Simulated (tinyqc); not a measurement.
Five-level k.p model folded onto the conduction band: one step. Mass and g factor term by term. Three cases, with inputs chosen for the exercise.

Task: Evaluate at E = Eg.

Second-order sums for the lowest conduction level at E: 1/m = 1 + Cm + (Ep/3)(2/E + 1/(E + Dso)) - (Ep2/3)(2/(E7 + D2 - E) + 1/(E7 - E)); g/2 = 1 + Cg - (Ep/3)(1/E - 1/(E + Dso)) - (Ep2/3)(1/(E7 - E) - 1/(E7 + D2 - E)). E is counted from the top of the valence band; E = Eg at the edge.

Give: Terms; m; g.

Case 1.

Values chosen (near those of GaAs; not measured data):
- Eg = 1.489 eV (gap at Gamma to the s-like level)
- Dso = 0.335 eV (spin-orbit splitting)
- Ep = 26.3 eV (Kane energy)
- E7 = 4.44 eV (upper Gamma7 conduction level, from the valence top)
- D2 = 0.15 eV (its spin-orbit splitting, Gamma8 above Gamma7)
- Ep2 = 7 eV (Kane energy to the upper levels)
- Cm = -0.1 (remote term in 1/m)
- Cg = 0 (remote term in g/2)

Result:

Terms:
```
level,part of 1/m,part of g
free + remote,0.9000,2.0000
Gamma8 valence,11.7752,-11.7752
Gamma7 valence,4.8063,9.6126
Gamma8 upper,-1.5049,1.5049
Gamma7 upper,-0.7907,-1.5814
```

m = 0.0659 m0
g = -0.239

The valence levels give 16.58 to 1/m and the upper levels take 2.30 away. In g the two valence terms nearly cancel when Dso is small against Eg; here Dso/Eg = 0.22 and they leave -2.163, the upper pair -0.076. This nearly cancels the free value 2, so 5 % in Ep moves g by about 0.1.

Case 2.

Values chosen (near those of CdTe; not measured data):
- Eg = 1.584 eV (gap at Gamma to the s-like level)
- Dso = 0.904 eV (spin-orbit splitting)
- Ep = 18.1 eV (Kane energy)
- E7 = 5.15 eV (upper Gamma7 conduction level, from the valence top)
- D2 = 0.32 eV (its spin-orbit splitting, Gamma8 above Gamma7)
- Ep2 = 1.6 eV (Kane energy to the upper levels)
- Cm = -0.1 (remote term in 1/m)
- Cg = -0.02 (remote term in g/2)

Result:

Terms:
```
level,part of 1/m,part of g
free + remote,0.9000,1.9600
Gamma8 valence,7.6178,-7.6178
Gamma7 valence,2.4250,4.8499
Gamma8 upper,-0.2745,0.2745
Gamma7 upper,-0.1496,-0.2991
```

m = 0.0951 m0
g = -0.833

The valence levels give 10.04 to 1/m and the upper levels take 0.42 away. In g the two valence terms nearly cancel when Dso is small against Eg; here Dso/Eg = 0.57 and they leave -2.768, the upper pair -0.025.

Case 3.

Values chosen (near those of InP; not measured data):
- Eg = 1.428 eV (gap at Gamma to the s-like level)
- Dso = 0.108 eV (spin-orbit splitting)
- Ep = 20.5 eV (Kane energy)
- E7 = 4.68 eV (upper Gamma7 conduction level, from the valence top)
- D2 = 0.07 eV (its spin-orbit splitting, Gamma8 above Gamma7)
- Ep2 = 2.5 eV (Kane energy to the upper levels)
- Cm = -1.6 (remote term in 1/m)
- Cg = -0.02 (remote term in g/2)

Result:

Terms:
```
level,part of 1/m,part of g
free + remote,-0.6000,1.9600
Gamma8 valence,9.5705,-9.5705
Gamma7 valence,4.4488,8.8976
Gamma8 upper,-0.5017,0.5017
Gamma7 upper,-0.2563,-0.5125
```

m = 0.0790 m0
g = 1.276

The valence levels give 14.02 to 1/m and the upper levels take 0.76 away. In g the two valence terms nearly cancel when Dso is small against Eg; here Dso/Eg = 0.08 and they leave -0.673, the upper pair -0.011.

Computed by tinyqc, one run a case: `OMP_NUM_THREADS=1 python tinyqc.py N N+1 out.jsonl` with N = 1050021, 1050034, 1050273; one thread of a shared Intel(R) Xeon(R) Processor @ 2.30GHz, about 0.01 s a run at most.
